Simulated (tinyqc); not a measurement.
Hot electrons in a saturated n-channel MOSFET, lucky-electron model: two steps of the calculation.

Beyond pinch-off the lateral field grows as Esat cosh(y/l) over the velocity-saturated region (pseudo-two-dimensional model). Impact ionisation in this region gives the substrate current, which biases the body forward through Rsub. Currents are per width. Local-field laws: they overstate ionisation when the field peak is narrower than an energy relaxation length.

Parameters, values chosen for the exercise; values close to those of silicon n-channel devices:
- L = 0.5 um (channel length)
- tox = 11 nm (oxide thickness)
- VT = 0.78 V (threshold)
- vs = 9.6e6 cm/s (saturation velocity)
- Ai = 2e6 1/cm (ionisation prefactor)
- Bi = 1.83 MV/cm (ionisation field)
- Rd = 0 ohm um (resistance of the lightly doped drain)
- Rsub = 3500 ohm um (substrate resistance)
- kb = 0.43 (fall of VT per volt of forward body bias)
- lm = 9.1 nm (hot-electron mean free path)
- pb = 3.2 V (oxide barrier)
- Cg = 0.0028 (prefactor of the gate current)
- m = 2.7 (lifetime exponent)
- Hl = 1900 s uA/um (lifetime constant)
- Vd = 3.2 V (drain voltage)
- Vg = 2.3 V (gate voltage)

Constants: eps0 = 8.8541878128e-14 F/cm where lengths are in cm. Results are converted to the units shown.

Question 1. Body bias from the substrate current. Cox = 3.9 eps0/tox. Overdrive g = Vg - VT + kb Vb; Vdsat = g Esat L/(g + Esat L); Id = Cox vs (g - Vdsat); dV = Vd - Id Rd - Vdsat; Em = sqrt((dV/l)^2 + Esat^2); Isub = Id (Ai/Bi) l Em exp(-Bi/Em). Vb(new) = Rsub Isub.

Vb at the start = 0 V
l = 72.663608 nm
Esat = 0.068571429 MV/cm

Find: Vdsat; Id; dV; Em; Isub; Vb after iteration 1.

Answer 1.

Vdsat = 1.0531 V
Id = 140.70 uA/um
dV = 2.1469 V
Em = 0.30331 MV/cm
Isub = 0.81241 uA/um
Vb after iteration 1 = 0.0028434 V

Question 2. Gate current, lifetime and channel shortening. Ig = Cg Id exp(-pb/(lm Em)); lifetime tau = (Hl/Id)(Isub/Id)^(-m); length of the saturated region dL = l ln[(dV/l + Em)/Esat]. 1 year = 3.15576e7 s.

Id = 140.89321 uA/um
dV = 2.1462957 V
Em = 0.30322924 MV/cm
Isub = 0.81203233 uA/um
l = 72.663608 nm
Esat = 0.068571429 MV/cm

Wanted: Isub/Id; Ig; tau; dL.

Answer 2.

Isub/Id = 0.0057635
Ig = 3.6277 pA/um
tau = 0.47524 years
dL = 157.44 nm

The lifetime misses ten years.

Computed by the program tinyqc: `OMP_NUM_THREADS=1 python tinyqc.py 2550136 2550137 out.jsonl`, one thread of a shared Intel Xeon 2.30GHz, about 0.01 s for the whole run.
